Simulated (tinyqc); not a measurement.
# From one set of inputs to another, one input at a time

Model: hot carriers by balance equations with a heated Maxwellian. Computed by tinyqc, a small Python program. Command: `OMP_NUM_THREADS=1 python tinyqc.py 3011714 3011715 out.jsonl hot ladder`. One thread of a shared host (Intel(R) Xeon(R) Processor @ 2.30GHz), about 0.05 s of CPU time with the checks.

The carriers follow a Maxwellian at an electron temperature T_e, slightly displaced; the drift energy is neglected against k_B T_e. The balance averages the rate, not the time, so mu_0 lies below the relaxation-time value.

The inputs printed are set A. Set A is modelled on electrons in diamond; the values taken over come from a set modelled on electrons in germanium. Inputs not listed in the table keep their values of set A, so the rows need not describe a real material.

Inputs (values chosen for the exercise, modelled on electrons in diamond):
```
quantity                                          value       unit
effective mass m                                  0.493        m_0
density rho                                        3515     kg/m^3
sound velocity v_l                                18300        m/s
acoustic deformation potential D_A                  8.9         eV
phonon energy hbar w                                134        meV
optical or intervalley deformation potential D_o    9.1  1e8 eV/cm
final valleys Z_f                                     5          -
lattice temperature T                               500          K
electric field F                                      6      kV/cm
iteration cap                                       300          -
```

Band: parabolic. Solver: Newton.

Constants: k_B = 8.617333262e-05 eV/K; k_B = 1.380649e-23 J/K; e = 1.602176634e-19 C; hbar = 1.054571817e-34 J s; m_0 = 9.1093837015e-31 kg; hbar = 6.582119569e-16 eV s.

Method:
- Parabolic band: E = hbar^2 k^2/(2 m), speed v = hbar k/m, states per spin, volume and energy g(E) = m k/(2 pi^2 hbar^2). Masses are multiplied by m_0 and all formulas are in SI units.
- Phonon occupation N_q = 1/(exp(hbar w/(k_B T)) - 1).
- Acoustic deformation potential (elastic, equipartition, absorption and emission together): 1/tau = 2 pi k_B T D_A^2 g(E)/(hbar rho v_l^2).
- Optical or intervalley deformation potential: 1/tau = (pi Z_f D_o^2/(rho w)) [N_q g(E + hbar w) + (N_q + 1) g(E - hbar w)], with g = 0 below the band edge.
- Averages over the Maxwellian, <y> = int y x^(1/2) exp(-x) dx / int x^(1/2) exp(-x) dx with x = E/(k_B T_e), split at x_0 = hbar w/(k_B T_e): 64 Gauss-Legendre points in sqrt(x) below it and 128 in sqrt(x - x_0) above it, up to x = 32. Momentum balance: mu(T_e) = e/(m nu), nu = <x (sum of rates)>/<x>. Power lost per carrier: P(T_e) = hbar w <emission rate - absorption rate> + <(2 m v_l^2/(k_B T)) (E - 2 k_B T) acoustic rate>.
- Energy relaxation time at weak heating: tau_E = (3/2) k_B / (dP/dT_e), the derivative by a central difference of +/- 0.5 K at T_e = T.
- Newton: h(T_e) = P - e mu F^2, T_new = T_e - h/h', with h' by a central difference of +/- 0.5 K, limited to the range T to 3 T_e.
- Start at T_e = 1.5 T; stop when T_e moves by less than 1e-6 K or exceeds 1e6 K.

Each row keeps all changes above it; columns: (1) input moved; (2) from; (3) to; (4) electron temperature T_e (K); (5) low-field mobility mu_0 (cm^2/(V s)); (6) energy relaxation time tau_E (ps):
```
(1)                                                             (2)    (3)     (4)     (5)      (6)
set A                                                             -      -  539.03   764.8  0.21542
optical or intervalley deformation potential D_o (1e8 eV/cm)    9.1    5.4  642.41  1321.2  0.59497
phonon energy hbar w (meV)                                      134   32.4  504.71    87.3  0.19441
effective mass m (m_0)                                        0.493  0.224  605.84   627.3  0.63960
electric field F (kV/cm)                                          6    3.7  541.49   627.3  0.63960
lattice temperature T (K)                                       500    300  380.47  1479.9  0.59455
sound velocity v_l (m/s)                                      18300   5290  357.22   999.7  0.59455
acoustic deformation potential D_A (eV)                         8.9     12  345.24   775.2  0.59234
```

Which inputs carry the difference?

Electron temperature T_e goes from 539 to 345, a factor 0.640 in all. The largest single move comes from lattice temperature T (a factor 0.703), and effective mass m works against it (a factor 1.20). Low-field mobility mu_0 goes from 765 to 775, a factor 1.014 in all. The largest single move comes from phonon energy hbar w (a factor 0.0661), but it runs against the net change; the largest move in the direction of the net change is effective mass m (a factor 7.19). Energy relaxation time tau_E goes from 0.215 to 0.592, a factor 2.75 in all. The largest single move comes from effective mass m (a factor 3.29), and phonon energy hbar w works against it (a factor 0.327). The single moves hold for this order of the switches; the total does not depend on the order.

Extremes, crossings and ranges named in words are read from the listed rows.
